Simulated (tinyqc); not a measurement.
# Worked calculation: threshold-voltage variability of a planar MOSFET, analytic estimates

Computed by the program tinyqc: `OMP_NUM_THREADS=1 python tinyqc.py 2090092 2090093 out.jsonl`, one thread of a shared Intel Xeon 2.30GHz, about 0.01 s for the whole run. Printed values are rounded.

Three independent sources add in quadrature: random dopants in the depleted layer, metal-gate grains of two orientations, and roughness of the two gate edges acting through the roll-off VT = VT(long) - Vr exp(-L/l). These are first-order estimates: no three-dimensional electrostatics, no percolation.

Values chosen for this exercise; material values close to those of silicon:
```
symbol      value   unit                                                 meaning
T             293      K                                             temperature
Eg            1.1     eV                                                band gap
eps_r        11.9                     relative permittivity of the semiconductor
Nc        2.67e19  cm^-3                  conduction-band density of states at T
Nv        2.55e19  cm^-3                     valence-band density of states at T
Na         9.9e17  cm^-3                                          channel doping
ti              1     nm                 oxide-equivalent thickness in inversion
L              32     nm                                             gate length
W              85     nm                                              gate width
G               4     nm                                        metal grain size
dW           0.15     eV  work-function difference of the two grain orientations
p             0.5               share of the orientation of higher work function
De            1.7     nm                          rms roughness of one gate edge
La             30     nm                     correlation length of the roughness
l             6.2     nm                  decay length of the threshold roll-off
Vr            1.6      V                               prefactor of the roll-off
n             1.2                                            subthreshold factor
gI              5    1/V                                  gm/I of a matched pair
sb            2.8      %                 spread of the gain factor of one device
Nb      268435456                                                number of cells
Y            0.99                                                   wanted yield
```

Constants: q = 1.602176634e-19 C, kB = 1.380649e-23 J/K, Vt = kB T/q, eps0 = 8.8541878128e-14 F/cm where lengths are in cm. Results are converted to the units shown.

Range of the model: The depletion depth exceeds L, so source and drain share much of the charge and the dopant estimate is rough.

## Random dopants

ni = sqrt(Nc Nv) exp(-Eg/(2 Vt)), Eg in volts; Cox = 3.9 eps0/ti; Wd = sqrt(4 eps0 eps_r Vt ln(Na/ni)/(q Na)); dopants: s1 = (q/Cox) sqrt(Na Wd/(3 L W)). The slope A1 = s1 sqrt(L W); mean number of dopants Na L W Wd.

Cox = 3.453133 uF/cm^2
Wd = 35.24083 nm
mean number of dopants = 94.89651
A1 = 0.5003537 mV um
s1 = 9.593844 mV

Counting alone, 1/sqrt(N) of the depletion voltage q Na Wd/Cox = 162 mV, would give sqrt(3) times more: dopants deep in the layer act less on the surface.

## Metal grains and edge roughness

Grains: Ng = L W/G^2 (at least 1), s2 = dW sqrt(p (1 - p)/Ng). Edges, with exponential correlation and u = W/La: the mean gate length has sL^2 = 2 De^2 (2/u)[1 - (1 - exp(-u))/u]; s3 = sL (Vr/l) exp(-L/l).

Ng = 170
s2 = 5.752237 mV
sL = 1.650665 nm
dVT/dL = 1.479818 mV/nm
s3 = 2.442685 mV

## Total spread, mismatch and leakage

s = sqrt(s1^2 + s2^2 + s3^2). For a pair: s(dVT) = sqrt(2) s; current mismatch sqrt(2) sqrt((gI s)^2 + sb^2); input offset = current mismatch/gI. For a Gaussian VT the off current is log-normal with mean/median = exp(s^2/(2 (n Vt)^2)).

s = 11.44975 mV
s(dVT) = 16.19239 mV
current mismatch = 9.012680 %
input offset = 18.02536 mV
mean/median of Ioff = 1.074014

The dopants give 70.2 % of the variance; without them s would be 6.25 mV.

## Iteration 1: margin in standard deviations for the wanted yield

k at the start = 3

Cells fail independently with probability Q(k) = erfc(k/sqrt(2))/2 when the margin is k standard deviations, and Y = exp(-Nb Q(k)). phi = exp(-k^2/2)/sqrt(2 pi). Newton steps on ln Q(k) = ln(-ln(Y)/Nb): k(new) = k + [ln Q - ln(-ln(Y)/Nb)] Q/phi.

Q(k) = 0.001349898
phi = 0.004431848
k after iteration 1 = 8.300037

## Iteration 2: margin in standard deviations for the wanted yield

As before.

Q(k) = 5.203953e-17
phi = 4.380297e-16
k after iteration 2 = 6.697820

## Course of the iteration: margin in standard deviations for the wanted yield

Stop when k changes by less than 1e-9, or after 30 iterations.

Course of the iteration:
```
iteration         k  |change|
1          8.300037      5.30
2          6.697820      1.60
3          6.513053     0.185
4          6.510541   2.51e-3
5          6.510541   4.64e-7
6          6.510541   < 1e-12
```

Converged in 6 iterations. At the end the number of correct digits about doubles with each step. With s(dVT) = 16.2 mV, 6.51 standard deviations are 105 mV.
